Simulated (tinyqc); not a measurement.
Inside a calculation. Model: finite-size error of a charged defect in a periodic cell: Madelung and Makov-Payne terms. Computed by tinyqc, a small Python program that keeps every step. Command: `OMP_NUM_THREADS=1 python tinyqc.py 3017364 3017365 out.jsonl imagecharge walk`. One thread of a shared host (Intel(R) Xeon(R) Processor @ 2.30GHz), about 0.08 s of CPU time with the checks. Intermediate numbers are printed to about 6 digits and carried at full precision; extremes and crossings named in words are read from the listed rows.

L is the cube root of the cell volume. The defect charge is a Gaussian, rho(r) = q (2 pi sigma^2)^(-3/2) exp(-r^2/2 sigma^2), repeated periodically in a uniform neutralising background and screened by a continuum. The model cell energy is E(L) = E_0 + [periodic - isolated electrostatic energy].

Inputs (values chosen for the exercise, with screening close to that of ZnO): charge q = 3 e; cell length L = 15.7 angstrom; dielectric constant eps = 8.6; width sigma of the defect charge = 0.86 angstrom; formation energy of the isolated defect E_0 = 4.527 eV.

Supercell lattice: bcc. Screening: isotropic.

scatter added to the six cells, standing for numerical noise (meV): [-13, -15, 11, 4, -6.6, 5.3]

Constants: e^2/(4 pi eps_0) = 14.39964548 eV angstrom.

## The cell

Cell vectors: (-1,1,1), (1,-1,1), (1,1,-1), scaled to volume L^3.

cell vectors (rows) (angstrom):
$$\begin{pmatrix}
-9.89038 & 9.89038 & 9.89038 \\
9.89038 & -9.89038 & 9.89038 \\
9.89038 & 9.89038 & -9.89038
\end{pmatrix}$$

nearest image = 17.1306 angstrom

## Madelung energy

Ewald sum for a unit point charge: scale each Cartesian component of the cell by 1/sqrt(eps_i), giving R', G' and V'; E = [ (1/2) sum erfc(eta R')/R' + (2 pi/V') sum exp(-G'^2/4 eta^2)/G'^2 - eta/sqrt(pi) - pi/(2 V' eta^2) ] e^2/(4 pi eps_0) / sqrt(eps_x eps_y eps_z), over n_i = -6..6, omitting n = (0,0,0), eta = 2/V'^(1/3). alpha = -2 E eps_g L/(e^2/(4 pi eps_0)), eps_g = (eps_x eps_y eps_z)^(1/3).

terms for a unit charge (eV): real space 0.000886, reciprocal 0.007310, self -0.120340, background -0.041881

Madelung constant alpha = 2.88846

point-charge correction -q^2 E = 1.38622 eV

## Energy of the smeared charge in the cell

Periodic energy of the Gaussian: (2 pi q^2/V) sum_(G != 0) exp(-sigma^2 G^2)/(G.eps.G) x e^2/(4 pi eps_0), n_i = -k..k with k = max(9, L/sigma rounded up). Isolated energy: q^2/(2 sqrt(pi) sigma) <1/(n.eps.n)> e^2/(4 pi eps_0), the mean over directions n, here 1/eps.

periodic energy = 3.57489 eV

isolated energy = 4.94302 eV

finite-size error = -1.36813 eV

E(L) = 3.15887 eV

## Makov-Payne correction

Second radial moment Q = q <r^2> = 3 q sigma^2; E(corrected) = E(L) + q^2 alpha e^2/(4 pi eps_0)/(2 eps L) - 2 pi q Q e^2/(4 pi eps_0)/(3 eps L^3). Errors left are the corrected energies less E_0.

Q = 6.6564 e angstrom^2

third-order term = -0.0180956 eV

error left after the first term = 0.0180956 eV

error left after both terms = 0 eV

third-order over first-order term, in size = 0.0130539

The point-charge term alone overcorrects by 0.0181 eV, 1 % of itself; both terms together are exact to 1e-7 eV, since the clouds do not overlap.

## A series of cells

Cells of the same shape with L scaled by 0.7, 0.85, 1, 1.25, 1.5 and 2; the scatter is added to E(L). The point-charge correction scales as 1/L from its value at the input L.

Scaling data:
```
L (angstrom)  1/L (1/angstrom)  E(L) (eV)  E(L) + point-charge correction (eV)
10.990               0.0909918    2.58644                              4.56676
13.345               0.0749344    2.91062                              4.54147
15.700               0.0636943    3.16987                              4.55610
19.625               0.0509554    3.43129                              4.54026
23.550               0.0424628    3.60161                              4.52576
31.400               0.0318471    3.84145                              4.53456
```

## Ways to reach the isolated limit

Least-squares fits of E(L) to a + b/L, a + c/L^3 or a + b/L + c/L^3; the estimate is a, and errors are against E_0.

Estimates of E_0:
```
way                              estimate (eV)  error (meV)
largest cell, uncorrected              3.84145     -685.549
largest cell, point-charge term        4.53456        7.562
1/L fit, three smallest                4.51867       -8.330
1/L fit, all six                       4.51097      -16.030
1/L^3 fit, all six                     3.71429     -812.708
1/L and 1/L^3, three smallest          4.94266      415.656
1/L and 1/L^3, all six                 4.52345       -3.551
corrected data, 1/L^3 fit              4.53148        4.482
```

coefficient b of the full fit = -21.5498 eV angstrom

Best here: 1/L and 1/L^3, all six (-3.6 meV); worst: 1/L^3 fit, all six (-813 meV). The fitted b is 99.0 % of the Madelung value -q^2 alpha e^2/(8 pi eps_0 eps_g), so such a fit also measures the screening. The three-term fit to three small cells has no spare point and magnifies the scatter.

Checks made by the program: the same sum with another eta (relative difference below 1e-10); both terms against the exact model when the clouds do not overlap (relative difference below 1e-10).
